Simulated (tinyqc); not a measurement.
# Worked calculation: Schottky diode by thermionic emission with image-force lowering and series resistance

tinyqc, about 0.01 s, one thread, Intel Xeon 2.30GHz (shared host): `OMP_NUM_THREADS=1 python tinyqc.py 2640104 2640105 out.jsonl` Printed values are rounded.

Metal on an n-type semiconductor with one parabolic valley; V > 0 is forward bias (metal positive). I = I0 [exp(Vj/(n Vt)) - 1] with Vj = V - I Rs; I0 = S A* T^2 exp(-(phi - dphi)/Vt), the lowering dphi taken at zero bias.

Inputs (values chosen for the exercise); band and dielectric values close to those of gallium nitride:
- T = 350 K (temperature)
- me = 0.199 m0 (electron mass)
- eps_r = 9.42 (relative permittivity)
- phi = 0.66 eV (barrier height seen from the metal)
- Nd = 1.2e17 cm^-3 (donor density)
- S = 0.0001 cm^2 (area)
- n = 1.2 (ideality factor)
- Rs = 73 ohm (series resistance)
- V = 0.72 V (applied bias)

Constants: q = 1.602176634e-19 C, kB = 1.380649e-23 J/K, h = 6.62607015e-34 J s, m0 = 9.1093837015e-31 kg, Vt = kB T/q, eps0 = 8.8541878128e-14 F/cm where lengths are in cm. Results are converted to the units shown.

## Saturation current

A* = 4 pi q me m0 kB^2/h^3 (times 1e-4 for A/(cm^2 K^2)); Nc = 2 (2 pi me m0 kB T/h^2)^1.5 (times 1e-6 for cm^-3); xi = Vt ln(Nc/Nd), Vbi = phi - xi; surface field Em = sqrt(2 q Nd (Vbi - V - Vt)/(eps0 eps_r)); dphi = sqrt(q Em/(4 pi eps0 eps_r)). Here V = 0 in Em.

A* = 23.9145 A/(cm^2 K^2)
Nc = 2.80719e18 cm^-3
Vbi = 0.564920 V
Em = 157.015 kV/cm
dphi = 48.9915 meV
I0 = 4.66296e-7 A

The lowering raises I0 by a factor of 5.08.

## Iteration 1: junction voltage

Vj at the start = 0.33 V

Newton step for g(Vj) = Vj + Rs I0 [exp(Vj/(n Vt)) - 1] - V = 0: Vj(new) = Vj - g/g', g' = 1 + Rs I0 exp(Vj/(n Vt))/(n Vt).

Vj after iteration 1 = 0.338326 V

## Iteration 2: junction voltage

As before.

Vj after iteration 2 = 0.337573 V

## Course of the iteration

Stop when Vj changes by less than 1e-10 V, or after 50 iterations.

Course of the iteration:
```
iteration    Vj (V)  change (V)
1          0.338326     8.33e-3
2          0.337573     7.53e-4
3          0.337566     7.26e-6
4          0.337566    6.64e-10
5          0.337566           0
```

Converged in 5 iterations.

## Current and small-signal resistance

converged Vj = 0.337566 V

I = I0 [exp(Vj/(n Vt)) - 1], dV/dI = Rs + n Vt/(I + I0).

I = 5.23882 mA
drop over Rs = 0.382434 V
dV/dI = 79.9080 ohm
